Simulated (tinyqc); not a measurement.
Inside a calculation. Model: a square-lattice strip 2 sites wide in a magnetic flux, recursive Green functions.

tinyqc, about 0.01 s, one thread, Intel Xeon 2.30GHz (shared host): `OMP_NUM_THREADS=1 python tinyqc.py 2660032 2660033 out.jsonl` Printed values are rounded.

The device has N = 3 slices of 2 site(s), nearest-neighbour hopping -t, and site energies U; the leads are semi-infinite continuations with site energy 0 and no flux. The hopping from slice i to i + 1 inside the device carries the phase exp(2 pi i f j) on row j = 1, 2, ...: V = <i+1|H|i> = -t diag(exp(2 pi i f j)).

Parameters, values chosen for the exercise:

| symbol | value | unit | meaning |
|---|---|---|---|
| t | 1 | eV | hopping (matrix element -t) |
| U | [-0.37, -0.46, -0.1, 0.27, -0.07, -0.4] | eV | site energies, slice by slice (2 a slice) |
| E | -1.73 | eV | energy |
| f | 0.42 | h/q | magnetic flux through each plaquette inside the device |

## Self-energy of the leads

Transverse modes n = 1..2: chi_n(j) = sqrt(2/3) sin(pi n j/3), energy e_n = -2 t cos(pi n/3). Sigma = t^2 sum_n chi_n chi_n^T g(E - e_n), g(x) = (x - i sqrt(4 t^2 - x^2))/(2 t^2) for |x| < 2 t and (x - sign(x) sqrt(x^2 - 4 t^2))/(2 t^2) otherwise; Gamma = i (Sigma - Sigma^dagger); both leads give the same.

Sigma (eV):
```
                     1                    2
1  -0.400450-0.465504i   0.035450-0.465504i
2   0.035450-0.465504i  -0.400450-0.465504i
```

Gamma (eV):
```
          1         2
1  0.931008  0.931008
2  0.931008  0.931008
```

open modes = 1

## Hopping between slices

V = -t diag(exp(2 pi i f j)), j = 1, 2, ...

V (eV):
```
                    1                    2
1  0.876307-0.481754i   0.000000+0.000000i
2  0.000000+0.000000i  -0.535827+0.844328i
```

## Slice 1

Forward pass: g_1 = (E - H_1 - Sigma)^(-1), g_i = (E - H_i - V g_(i-1) V^dagger)^(-1), with Sigma also subtracted on the last slice; G_(i,1) = g_i V G_(i-1,1), starting from g_1. H_i is the block of slice i: its site energies on the diagonal and -t between neighbouring rows.

g_1 (1/eV):
```
                     1                    2
1  -0.238099-0.510103i   0.295444-0.535134i
2   0.295444-0.535134i  -0.235285-0.561393i
```

## Slice 2

As before.

g_2 (1/eV):
```
                   1                  2
1  -1.92008-0.30479i  -1.57679-0.40820i
2  -1.22719+0.10179i  -1.54616-0.17726i
```

G_(2,1) (1/eV):
```
                  1                  2
1  0.52724-0.18873i  -1.09291+0.76734i
2  0.23266-0.51952i  -0.84882+0.48595i
```

## Slice 3

As before.

g_3 (1/eV):
```
                     1                   2
1   0.097944-0.629246i  0.274865-0.408050i
2  -0.678161+0.461826i  0.151391-0.709524i
```

G_(3,1) (1/eV):
```
                  1                  2
1  0.05250-0.27220i   0.31037+0.20073i
2  0.32644+0.30490i  -0.84142-1.26416i
```

## Transmission and its channels

T(E) = Tr[Gamma G_(N,1) Gamma G_(N,1)^dagger]. The non-zero eigenvalues T_n of the matrix under the trace are the channel transmissions; Fano factor sum T_n (1 - T_n)/sum T_n.

T(E) = 0.940905
T_n: 0.940905
Fano factor = 0.0590951

With 1 open mode(s) in the leads T(E) cannot exceed 1. Inverting the whole matrix gives the same value.
